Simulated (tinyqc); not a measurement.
Dopants and charged point defects at anneal temperature: Fermi-level effect, clustering and pairing: one step, computed by the program tinyqc. Command: `OMP_NUM_THREADS=1 python tinyqc.py 3023151 3023152 out.jsonl pairing walk`. One thread of a shared host (Intel(R) Xeon(R) Processor @ 2.30GHz), about 0.03 s of CPU time with the checks.

Boltzmann statistics and full ionisation of active dopants. Energies are counted from the valence band; the defect (a vacancy or self-interstitial) has five charge states, with all degeneracy factors one.

Task: The host at the anneal temperature. E_g = E_g0 - alpha T^2/(T + beta). N_c = 2 M_c (2 pi m_e k_B T/h^2)^(3/2) and N_v = 2 (2 pi m_h k_B T/h^2)^(3/2), masses in units of m_0. n_i = sqrt(N_c N_v) exp(-E_g/2 k_B T); E_i = E_g/2 + (k_B T/2) ln(N_v/N_c).

Inputs (values chosen for the exercise, with bands modelled on silicon):
```
quantity                 value  unit
gap at 0 K E_g0           1.19    eV
Varshni alpha         0.000458  eV/K
Varshni beta               640     K
electron mass m_e        0.321   m_0
valleys M_c                  6     -
hole mass m_h            0.803   m_0
anneal temperature T       920     K
```

Dopant: acceptor. Second part: clustering of the dopant.

Constants: m_0 = 9.1093837015e-31 kg; k_B = 1.380649e-23 J/K; h = 6.62607015e-34 J s; k_B = 8.617333262e-05 eV/K.

Give: E_g; k_B T; n_i; E_i; effective density of states N_b of the majority band.

Result:

E_g = 0.9415 eV

k_B T = 0.07928 eV

n_i = 3.150e+17 cm^-3

E_i = 0.4542 eV

effective density of states N_b of the majority band = 9.697e+19 cm^-3
